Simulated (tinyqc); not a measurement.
Oxide trap near a transistor channel: two-state multiphonon kinetics, telegraph noise and bias instability: one step, computed by the program tinyqc.

An n-channel device under positive gate bias. The trap is empty (state 1) or holds an electron (state 2); both states are parabolas of equal curvature, and the electron reservoir is taken at the Fermi level of the channel.

Problem. Barriers and time constants. E_21 = E_t - e F x is the energy of state 2 over state 1; barriers E_c = (E_R + E_21)^2/(4 E_R), E_e = E_c - E_21; tau_c = exp(E_c/k_B T)/(k_0 P), tau_e = exp(E_e/k_B T)/(k_0 P), P the tunnelling factor; occupation f_2 = tau_e/(tau_c + tau_e); 1/tau_0 = 1/tau_c + 1/tau_e.

Inputs (values chosen for the exercise, with an insulator like Si3N4 on silicon):
```
quantity                                value   unit
trap depth x from the interface          0.37     nm
trap level above E_F at zero field E_t    0.3     eV
relaxation energy E_R                     1.6     eV
oxide field F                             4.9  MV/cm
attempt rate k_0 at the interface       3e+12    1/s
temperature T                             450      K
```

Parts treated: one trap.

tunnelling factor = 0.02895443

Constants: k_B = 8.617333262e-05 eV/K.

Give: E_21; capture barrier E_c; emission barrier E_e; capture time tau_c; emission time tau_e; occupation f_2; tau_0.

Solution.

E_21 = 0.1187 eV

capture barrier E_c = 0.46155 eV

emission barrier E_e = 0.34285 eV

capture time tau_c = 1.6995e-06 s

emission time tau_e = 7.9603e-08 s

occupation f_2 = 0.044744

tau_0 = 7.6042e-08 s

The two times are within a factor 30 of each other, so the trap switches between both states, though too fast to resolve as telegraph noise.
